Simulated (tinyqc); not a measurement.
Inside a calculation. Method: tight binding, honeycomb lattice. Computed by tinyqc, a small Python program that keeps every step. Settings: t1 = 2.46, t2 = 0.12, phi = 1.57, delta = 0.44, points = 7. Command: `OMP_NUM_THREADS=1 python tinyqc.py 20186 20187 out.jsonl` (the two numbers bound the seeds that draw the settings). One thread of a shared host (Intel(R) Xeon(R) Processor @ 2.60GHz), about 0.01 s of CPU time with the checks.

## Bloch Hamiltonian at k

Parameters chosen for this model:
```
parameter     value                        unit
t1         2.460000                 eV, nearest
t2         0.120000       eV, second neighbours
phi        1.570000  rad, phase of t2 (Haldane)
delta      0.440000          eV, +/- on A and B
```

k point k (fractions of the reciprocal vectors): [-0.100000, -0.090000]

H_AB = -t1 (1 + exp(-i k.a1) + exp(-i k.a2)); H_AA = delta - 2 t2 sum cos(k.b + phi), H_BB = -delta - 2 t2 sum cos(k.b - phi), b = a1, a2 - a1, -a2.

H(k) at k (eV), order A, B:
```
[[0.442093, -6.527229-2.764086i],
 [-6.527229+2.764086i, -0.443106]]
```

## Levels at k

Diagonalise the Hermitian matrix.

eigenvalues (eV): [-7.102674, 7.101660]

weights |c|^2 of the basis functions, order A, B:
```
[[0.468841, 0.531159],
 [0.531159, 0.468841]]
```

## Bloch Hamiltonian at K

k point K (fractions of the reciprocal vectors): [0.333333, 0.666667]

As before.

H(k) at K (eV), order A, B:
```
[[1.063825, 0.000000],
 [0.000000, -1.063251]]
```

## Levels at K

As before.

eigenvalues (eV): [-1.063251, 1.063825]

weights |c|^2 of the basis functions, order A, B:
```
[[0.000000, 1.000000],
 [1.000000, 0.000000]]
```

## Bands along a path

The same steps at evenly spaced points between the labelled ones.

Bands along the path (eV):
```
k             band 1    band 2
G          -7.393678  7.392532
G-K 0.33   -6.250287  6.249635
G-K 0.67   -3.416734  3.416960
K          -1.063251  1.063825
K-M 0.33   -1.637828  1.638348
K-M 0.67   -2.292175  2.292601
M          -2.498849  2.499231
M-K' 0.33  -2.166488  2.166913
M-K' 0.67  -1.312875  1.313394
K'         -0.183251  0.183825
```

With 1 band(s) filled, the highest filled level on these points lies at K' and the lowest empty one at K': a gap of 0.3671 eV, direct.

## Chern number of the lower band

On a 7 x 7 mesh, the phase of the product of overlaps around each plaquette (k1 then k2); the sum over 2 pi is an integer.

plaquette phases (rad):
```
[[0.000000, -0.004599, -0.024209, -0.089898, 0.007600, 0.018207, 0.006582],
 [0.003221, -0.008769, -0.032262, -0.190399, -0.199691, 0.036157, 0.018207],
 [0.006912, -0.011183, -0.046696, -0.227010, -1.100089, -0.199691, 0.007600],
 [-0.044259, -0.047502, -0.101137, -0.163239, -0.227010, -0.190399, -0.089898],
 [-0.025214, -0.101381, -2.842041, -0.101137, -0.046696, -0.032262, -0.024209],
 [0.002422, 0.010326, -0.101381, -0.047502, -0.011183, -0.008769, -0.004599],
 [0.000810, 0.002422, -0.025214, -0.044259, 0.006912, 0.003221, 0.000000]]
```

Chern number = -1.000000
